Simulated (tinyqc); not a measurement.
# ESD clamp with bipolar snapback, compact model and design window: what changes with what

The drain junction multiplies the current that enters it: Igen = (M - 1)(Ic + I0), M = 1/(1 - (Vj/BV)^n). The generated holes leave through the substrate resistance and the base of the parasitic npn: Igen = Vb/Rb + Ic/be, Ic = Is exp(Vb/Vt). Terminal current I = Ic + I0 + Igen and voltage V = Vj + I Ro, per width. Isothermal, constant gain.

Values chosen for this exercise; values close to those of grounded-gate n-channel clamps:

| symbol | value | unit | meaning |
|---|---|---|---|
| T | 300 | K | temperature |
| BV | 11.3 | V | junction breakdown voltage |
| n | 4.8 |  | exponent of the multiplication |
| be | 4.2 |  | current gain of the parasitic npn |
| Is | 1.8e-17 | A/um | saturation current |
| I0 | 4.8e-12 | A/um | junction leakage |
| Rb | 31000 | ohm um | substrate resistance |
| Ro | 470 | ohm um | drain ballast and contact resistance |
| It2 | 7.9 | mA/um | failure current for 100 ns |

Constants: q = 1.602176634e-19 C, kB = 1.380649e-23 J/K, Vt = kB T/q. Results are converted to the units shown.

Each table varies one quantity; the others keep the values above.

## Effect of the drain ballast and contact resistance

For given Vb: Ic, Igen, M = 1 + Igen/(Ic + I0), Vj = BV (1 - 1/M)^(1/n), I and V. Vt1 is the maximum of V along the curve, Vh the following minimum, Vt2 the voltage at I = It2. It1 and Ih are the currents at Vt1 and Vh.

Results:
```
Ro (ohm um)  Vt1 (V)  It1 (uA/um)  Vh (V)  Ih (uA/um)  Vt2 (V)  Vt2 - Vt1 (V)
30             11.30        13.30   8.164        2426    8.277         -3.024
52             11.30        13.78   8.210        1824    8.451         -2.850
92             11.30        14.29   8.272        1354    8.767         -2.535
280            11.30        15.27   8.455       751.3    10.25         -1.052
490            11.31        15.76   8.589       555.5    11.91         0.6035
860            11.31        16.26   8.764       407.9    14.83          3.521
1500           11.32        16.76   8.985       298.5    19.89          8.566
```

Estimate the missing row, Ro = 160 ohm um.

Computed row:
```
Ro (ohm um)  Vt1 (V)  It1 (uA/um)  Vh (V)  Ih (uA/um)  Vt2 (V)  Vt2 - Vt1 (V)
160            11.30        14.77   8.351        1012    9.304         -1.998
```

With this row back in the table: As Ro goes from 30 to 1500 ohm um, Vt1 stays near 11.3 V, It1 rises from 13.3 to 16.8 uA/um, Vh rises from 8.16 to 8.98 V and Vt2 rises from 8.28 to 19.9 V. Vt2 exceeds Vt1, the condition for all fingers to turn on, in 3 of the 8 rows. Ballast buys uniform turn-on with a higher clamping voltage.

## Effect of the current gain of the parasitic npn

Same model as above.

Effect of the current gain of the parasitic npn:
```
be   Vt1 (V)  It1 (uA/um)  Vh (V)  Ih (uA/um)  Vt2 (V)  Vt2 - Vt1 (V)
1      11.31        15.73   10.08       312.1    13.50          2.194
1.7    11.31        15.73   9.572       393.6    12.91          1.605
2.9    11.31        15.73   8.993       491.0    12.24         0.9343
4.9    11.31        15.73   8.406       602.8    11.55         0.2410
8.2    11.31        15.73   7.850       728.5    10.87        -0.4345
14     11.31        15.73   7.325       875.3    10.21         -1.101
24     11.31        15.73   6.869        1037    9.591         -1.716
40     11.31        15.73   6.512        1198    9.072         -2.235
```

Read the table: what changes, and by how much?

As be goes from 1 to 40, Vt1 stays near 11.3 V, It1 stays near 15.7 uA/um, Vh falls from 10.1 to 6.51 V and Vt2 falls from 13.5 to 9.07 V. Vt2 exceeds Vt1, the condition for all fingers to turn on, in 4 of the 8 rows. A higher gain needs less multiplication to hold, so Vh falls.

## Effect of the substrate resistance

Same model as above.

Effect of the substrate resistance:
```
Rb (ohm um)  Vt1 (V)  It1 (uA/um)  Vh (V)  Ih (uA/um)  Vt2 (V)  Vt2 - Vt1 (V)
3100           11.39        198.3   9.698        1578    11.96         0.5736
6700           11.34        85.31   9.192        1142    11.84         0.5017
14000          11.32        37.93   8.844       822.3    11.78         0.4654
31000          11.31        15.73   8.578       568.2    11.75         0.4458
67000          11.30        6.647   8.400       392.9    11.74         0.4367
1.4e5          11.30        2.893   8.282       274.1    11.73         0.4324
3.1e5          11.30        1.166   8.194       185.0    11.73         0.4301
```

What does the table show?

As Rb goes from 3100 to 3.1e5 ohm um, Vt1 falls from 11.4 to 11.3 V, It1 falls from 198 to 1.17 uA/um, Vh falls from 9.70 to 8.19 V and Vt2 falls from 12.0 to 11.7 V. Vt2 exceeds Vt1, the condition for all fingers to turn on, in 7 of the 7 rows. It1 goes as Rb^(-1.12); the product It1 Rb, close to the base voltage at the trigger, goes from 0.615 to 0.362 V.

Numbers from tinyqc (`OMP_NUM_THREADS=1 python tinyqc.py 2670070 2670071 out.jsonl`; about 0.01 s on one thread of a shared Intel Xeon 2.30GHz).
